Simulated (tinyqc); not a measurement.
Hydrogen passivation of interface dangling bonds: competing passivation and dissociation with distributed barriers. Changing the anneal time t. Computed by tinyqc, a small Python program. Command: `OMP_NUM_THREADS=1 python tinyqc.py 3007905 3007906 out.jsonl passiv sweep`. One thread of a shared host (Intel(R) Xeon(R) Processor @ 2.30GHz), about 0.09 s of CPU time with the checks.

P_b + H2 gives P_bH + H at the rate k_f [H2]; P_bH gives P_b + H at the rate k_d. All defects start unpassivated. E_f and E_d are Gaussian and independent.

Inputs (values chosen for the exercise, close to those used for P_b centres at the silicon-oxide interface):
```
quantity,value,unit
defect density N0,3.2e+12,1/cm^2
passivation prefactor k_f0,4.2e-08,cm^3/s
mean passivation barrier E_f,1.53,eV
spread sigma_f,0.034,eV
dissociation prefactor k_d0,1.5e+13,1/s
mean dissociation barrier E_d,2.85,eV
spread sigma_d,0.062,eV
"H2 in the oxide per atm, solubility factor",3.6e+17,1/(cm^3 atm)
hydrogen pressure p,0.03,atm
anneal temperature T,450,C
oxide thickness,1.5,nm
```

Constants: k_B = 8.617333262e-05 eV/K; e = 1.602176634e-19 C; eps_0 = 8.8541878128e-12 F/m.

Method:
- [H2] = solubility factor x p; a = k_f0 [H2] exp(-E_f/(k_B T)), d = k_d0 exp(-E_d/(k_B T)). For one pair of barriers the active share is y = [d + a exp(-(a + d) t)]/(a + d).
- Temperatures in kelvin are T(C) + 273.15.
- Average y over both Gaussians with 40 x 40 Gauss-Hermite points.
- Active density N0 y; threshold shift if each active defect holds one charge, e N0 y t_ox/(3.9 eps_0).
- Minimise the averaged y over T between 150 and 900 C: find where ln y is equal at T - 0.05 and T + 0.05 C; T is rounded to 0.1 C.

One run for each value:
```
anneal time t (s),active share y,"active share, single barriers",best temperature (C),least active share
1.00e+00,9.8865e-01,9.9019e-01,727.6,1.1900e-02
1.00e+01,8.9384e-01,9.0612e-01,631.8,2.5352e-03
1.00e+03,3.5256e-03,7.3204e-05,484.6,1.1102e-04
1.00e+04,3.9779e-05,2.0896e-05,427.5,2.3476e-05
1.00e+05,3.9774e-05,2.0896e-05,378.5,5.0273e-06
1.00e+06,3.9774e-05,2.0896e-05,336.0,1.0915e-06
```

Give the missing row, anneal time t (s) = 1.00e+02.

Computed row:
```
anneal time t (s)  active share y  active share, single barriers  best temperature (C)  least active share
1.00e+02               3.7514e-01                     3.7314e-01                 551.8          5.3000e-04
```

Interpolating between the two neighbouring rows (the first column on a logarithmic scale, the others too where they are positive) misses most in active share, single barriers, by 98 %. Over the rows, active share y falls from 0.989 to 3.98e-5, flat over part of the range; active share, single barriers falls from 0.990 to 2.09e-5, flat over part of the range; best temperature (C) falls from 728 to 336 (exponent d ln y / d ln x -0.061 between the first rows and -0.052 between the last). At the high end the exponent of active share y is 0.00, close to 0: the steady balance is reached. The spread turns a single exponential into a slower, stretched decay. Longer anneals allow a colder optimum with a lower floor.

Caution (all rows): atomic hydrogen, which both passivates and depassivates, and further passivation during cooling are left out. Caution (rows 100, 1000, 10000, 100000, 1.00e6): a least active share below 1e-3 is a property of the model; measured passivation levels off well above it. Caution (rows 1000, 10000, 100000, 1.00e6): single-barrier shares below about 1e-3 are formal; measured passivation levels off well above them. Caution (rows 10000, 100000, 1.00e6): densities below a few 1e9 per cm^2 are formal: other defects set the floor in real interfaces.

Extremes, crossings and ranges named in words are read from the listed rows.
